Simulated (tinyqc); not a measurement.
Comparisons within one model: round or elliptic silicon nanowire with anisotropic valleys (Ritz method). A value that a table varies takes the place of the one given here.

Wire along x = [110] on a (001) wafer, y = [-110], z = [001]. Valley groups (w = inverse masses): A, two valleys along z: w_y = 1/mt, w_z = 1/ml, m_x = mt; B, four valleys in the wafer plane: w_y = (1/ml + 1/mt)/2, w_z = 1/mt, m_x = (ml + mt)/2.

Hard wall on the ellipse (y/a)^2 + (z/b)^2 = 1, c = hbar^2/2m0. With u = y/a, v = z/b the operator is -c [(w_y/a^2) d2/du2 + (w_z/b^2) d2/dv2] on the unit disc. Basis (1 - u^2 - v^2) u^i v^j; S, X and Y are the disc integrals of f f', (df/du)(df'/du) and (df/dv)(df'/dv), from the integral of u^p v^q = 2 Gamma((p+1)/2) Gamma((q+1)/2)/((p + q + 2) Gamma((p+q+2)/2)) for even p, q; H = c (w_y X/a^2 + w_z Y/b^2).

Converged values use 21 functions of each parity class (e or o in u, then in v).

Constants: hbar^2/2m0 = 3.80998211 eV angstrom^2.

Inputs chosen for the exercise (near those of a Si nanowire; shifted at random, so the results belong to these values and not to a real crystal):
- ml = 0.914 m0 (longitudinal mass)
- mt = 0.191 m0 (transverse mass)
- a = 18 angstrom (semi-axis along y)
- b = 18 angstrom (semi-axis along z)
- asp = (0.4, 0.6, 0.8, 1, 1.3, 1.8, 2.5) (ratios a/b)
- area = 10.2 nm^2 (cross-section, kept fixed)
- hw = 3 (height over mean width)

## Size of the basis

Lowest level of each group with 1, 3, 6 and 21 even functions.

Levels (meV):

| functions | A | B |
|---|---|---|
| 1 | 223.30 | 296.35 |
| 3 | 211.80 | 285.21 |
| 6 | 211.60 | 285.15 |
| 21 | 211.60 | 285.15 |

One function errs by 5.5 % for A and 3.9 % for B, six by 0.0012 and 8.2e-05 meV. The error grows with the axis ratio of the stretched ellipse (2.19, 1.29); for a circle it is 6/5.783 - 1 = 3.7 %.

## Flattening the wire at fixed area

a = sqrt(area x ratio/pi), b = a/ratio, 1 nm^2 = 100 angstrom^2; lowest level of each group.

Levels (eV):

| a/b | a (angstrom) | b (angstrom) | A | B |
|---|---|---|---|---|
| 0.4 | 11.4 | 28.5 | 0.4277 | 0.3354 |
| 0.6 | 14.0 | 23.3 | 0.3044 | 0.2851 |
| 0.8 | 16.1 | 20.1 | 0.2448 | 0.2764 |
| 1.0 | 18.0 | 18.0 | 0.2112 | 0.2846 |
| 1.3 | 20.5 | 15.8 | 0.1835 | 0.3113 |
| 1.8 | 24.2 | 13.4 | 0.1654 | 0.3721 |
| 2.5 | 28.5 | 11.4 | 0.1638 | 0.4693 |

Each group is lowest where its stretched ellipse is a circle, at a/b = sqrt(w_y/w_z): 2.19 for A and 0.78 for B. The lowest group is B in the first row and A in the last, crossing between a/b = 0.6 and 0.8; B - A is -92 meV in the first row and +306 meV in the last.

## Shape of the cross-section

Equal area, hard walls, lowest level of -c (w_y d2/dy2 + w_z d2/dz2), c = hbar^2/2m0. Rectangle W x H with H/W = hw; ellipse with b/a = hw; trapezoid of height H, base W/0.8 and top 0.6 of the base; isosceles triangle of height H and base 2W. Ellipse, trapezoid and triangle by converged Ritz bases; 1 nm^2 = 100 angstrom^2.

Levels:

| shape | A (eV) | B (eV) | B - A (meV) |
|---|---|---|---|
| rectangle | 0.5925 | 0.4144 | -178.1 |
| ellipse | 0.5026 | 0.3739 | -128.7 |
| trapezoid | 0.5014 | 0.4053 | -96.1 |
| triangle | 0.3019 | 0.3544 | 52.5 |

W = 18.4 angstrom
H = 55.3 angstrom

For group A the order is triangle, trapezoid, ellipse, rectangle, spanning 96 %. For group B the order is triangle, ellipse, trapezoid, rectangle, spanning 17 %. The ellipse lies below the rectangle for both groups, since corners hold little of the wave function. The triangle is lowest for A, whose light mass lies across the width and gains from the wide base. The spacing B - A of the valley groups runs from -178 to 52 meV.

## What each parameter does

Lowest level of groups A and B. Each row changes one parameter from the base and keeps the others.

Results:

| case | A (eV) | B (eV) | B - A (meV) |
|---|---|---|---|
| base | 0.2116 | 0.2851 | 73.5 |
| a = 16 angstrom | 0.2567 | 0.3141 | 57.4 |
| b = 16 angstrom | 0.2224 | 0.3317 | 109.3 |
| ml = 1.024 m0 | 0.2071 | 0.2831 | 76.0 |
| mt = 0.21 m0 | 0.1962 | 0.2611 | 64.9 |

The largest shifts from the base row, up to three for each result and ties (the steps differ in size, so this ranks the rows, not the parameters). A (eV): a +0.0451, mt -0.0154, b +0.0108. B (eV): b +0.0465, a +0.0289, mt -0.0241. B - A (meV): b +35.8, a -16.2, mt -8.6.

tinyqc: `OMP_NUM_THREADS=1 python tinyqc.py 1281704 1281705 out.jsonl`; about 0.05 s, one thread, shared Intel(R) Xeon(R) Processor @ 2.30GHz.
